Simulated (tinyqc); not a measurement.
Inside a calculation. Method: Hueckel theory of the pi electrons, for the molecule [CH2+]c1cc(C=O)ccc1F (SMILES; centres numbered as the heavy atoms are written). Computed by tinyqc, a small Python program that keeps every step. Settings: charge = 1. Command: `OMP_NUM_THREADS=1 python tinyqc.py 27813 27814 out.jsonl` (the two numbers bound the seeds that draw the settings). One thread of a shared host (Intel(R) Xeon(R) Processor @ 2.60GHz), about 0.01 s of CPU time with the checks.

## The Hueckel matrix

Centres:
```
centre  z_r, pi electrons of the neutral centre        h
1C                                            1  0.00000
2C                                            1  0.00000
3C                                            1  0.00000
4C                                            1  0.00000
5C                                            1  0.00000
6O                                            1  0.87000
7C                                            1  0.00000
8C                                            1  0.00000
9C                                            1  0.00000
10F                                           2  3.18000
```

Bonds:
```
i   j        k
1   2        1
2   3        1
3   4        1
4   5        1
5   6  0.86000
4   7        1
7   8        1
8   9        1
9  10  0.61000
9   2        1
```

H_rr = alpha + h_r beta, H_rs = k_rs beta for bonded centres.

Hueckel matrix in units of beta (H = alpha + beta A), order 1C, 2C, 3C, 4C, 5C, 6O, 7C, 8C, 9C, 10F:
```
[[0.00000, 1.00000, 0.00000, 0.00000, 0.00000, 0.00000, 0.00000, 0.00000, 0.00000, 0.00000],
 [1.00000, 0.00000, 1.00000, 0.00000, 0.00000, 0.00000, 0.00000, 0.00000, 1.00000, 0.00000],
 [0.00000, 1.00000, 0.00000, 1.00000, 0.00000, 0.00000, 0.00000, 0.00000, 0.00000, 0.00000],
 [0.00000, 0.00000, 1.00000, 0.00000, 1.00000, 0.00000, 1.00000, 0.00000, 0.00000, 0.00000],
 [0.00000, 0.00000, 0.00000, 1.00000, 0.00000, 0.86000, 0.00000, 0.00000, 0.00000, 0.00000],
 [0.00000, 0.00000, 0.00000, 0.00000, 0.86000, 0.87000, 0.00000, 0.00000, 0.00000, 0.00000],
 [0.00000, 0.00000, 0.00000, 1.00000, 0.00000, 0.00000, 0.00000, 1.00000, 0.00000, 0.00000],
 [0.00000, 0.00000, 0.00000, 0.00000, 0.00000, 0.00000, 1.00000, 0.00000, 1.00000, 0.00000],
 [0.00000, 1.00000, 0.00000, 0.00000, 0.00000, 0.00000, 0.00000, 1.00000, 0.00000, 0.61000],
 [0.00000, 0.00000, 0.00000, 0.00000, 0.00000, 0.00000, 0.00000, 0.00000, 0.61000, 3.18000]]
```

## Orbitals

pi electrons, sum of z_r less the charge = 10

Diagonalise; E = alpha + x beta with beta < 0, so the largest x are filled first; degenerate levels share their electrons. P = sum n_i c_ri c_si; each orbital has its largest coefficient positive (the first on a tie).

x values: [3.32282, 2.17571, 1.59957, 1.20379, 0.93447, -0.01618, -0.35141, -1.14991, -1.47351, -2.19536]

occupations: [2.00000, 2.00000, 2.00000, 2.00000, 2.00000, 0.00000, 0.00000, 0.00000, 0.00000, 0.00000]

coefficients, order 1C, 2C, 3C, 4C, 5C, 6O, 7C, 8C, 9C, 10F:
```
[[0.02569, 0.17719, -0.27037, -0.33090, 0.04841, 0.75645, 0.07259, 0.25436, 0.31854, -0.19839],
 [0.08536, 0.38552, -0.43247, -0.39833, 0.04524, -0.01224, -0.02551, -0.29249, -0.46937, 0.43553],
 [0.03184, 0.39932, -0.10126, -0.21346, -0.41277, -0.38981, -0.38926, 0.38514, -0.01298, -0.40169],
 [0.02043, 0.48329, 0.27050, 0.14137, -0.43096, 0.01855, 0.16230, -0.15038, 0.48849, 0.44633],
 [0.00676, 0.30031, 0.46174, -0.13969, 0.04090, 0.02267, 0.63867, 0.19188, -0.42187, -0.22841],
 [0.00237, 0.19780, 0.54428, -0.35992, 0.54556, -0.02200, -0.44969, -0.08169, 0.15481, 0.06408],
 [0.02928, 0.35186, 0.07221, 0.52333, -0.03085, 0.36684, -0.30644, -0.40409, -0.28494, -0.34976],
 [0.07686, 0.28227, -0.15500, 0.48861, 0.40213, -0.02449, -0.05461, 0.61505, -0.06862, 0.32150],
 [0.22611, 0.26226, -0.32015, 0.06485, 0.40663, -0.36644, 0.32564, -0.30316, 0.38605, -0.35606],
 [0.96575, -0.15930, 0.12357, -0.02002, -0.11046, 0.06994, -0.05625, 0.04271, -0.05061, 0.04041]]
```

charge and bond-order matrix P, order 1C, 2C, 3C, 4C, 5C, 6O, 7C, 8C, 9C, 10F:
```
[[0.43398, 0.64285, 0.29921, -0.10923, -0.04649, 0.06692, -0.26217, -0.09664, 0.27412, -0.07110],
 [0.64285, 1.00731, 0.53362, -0.00946, -0.05168, 0.01824, -0.20587, 0.01195, 0.50285, -0.05887],
 [0.29921, 0.53362, 0.77333, 0.62791, 0.17264, -0.24882, 0.07030, -0.27886, -0.07469, 0.00898],
 [-0.10923, -0.00946, 0.62791, 1.02573, 0.46561, -0.08624, 0.55492, -0.01634, -0.24261, 0.04188],
 [-0.04649, -0.05168, 0.17264, 0.46561, 0.64925, 0.76665, 0.12968, -0.07619, -0.11992, 0.02805],
 [0.06692, 0.01824, -0.24882, -0.08624, 0.76665, 1.52509, -0.19244, 0.03034, 0.15332, -0.03004],
 [-0.26217, -0.20587, 0.07030, 0.55492, 0.12968, -0.19244, 0.80942, 0.66736, 0.19436, -0.05184],
 [-0.09664, 0.01195, -0.27886, -0.01634, -0.07619, 0.03034, 0.66736, 1.02011, 0.67247, -0.08818],
 [0.27412, 0.50285, -0.07469, -0.24261, -0.11992, 0.15332, 0.19436, 0.67247, 0.78391, 0.18163],
 [-0.07110, -0.05887, 0.00898, 0.04188, 0.02805, -0.03004, -0.05184, -0.08818, 0.18163, 1.97185]]
```

## Energy, charges, bond orders

E = sum n x; q_r = z_r - P_rr; bond order p = P_rs; free valence = sqrt(3) - sum of p over the bonds of the atom.

pi energy = 10 alpha + this times beta = 18.47274

pi charges: [0.56602, -0.00731, 0.22667, -0.02573, 0.35075, -0.52509, 0.19058, -0.02011, 0.21609, 0.02815]

Bond orders and lengths from R = 1.517 - 0.180 p (angstrom, C-C alone):
```
bond        p        R
1-2   0.64285  1.40129
2-3   0.53362  1.42095
3-4   0.62791  1.40398
4-5   0.46561  1.43319
5-6   0.76665        -
4-7   0.55492  1.41711
7-8   0.66736  1.39688
8-9   0.67247  1.39596
9-10  0.18163        -
9-2   0.50285  1.42649
```

free valence of the carbons: [1.08920, 0.05273, 0.57052, 0.08361, 0.49979, 0.50977, 0.39222, 0.37510]

gap between the highest filled and the next level = 0.95066 |beta|
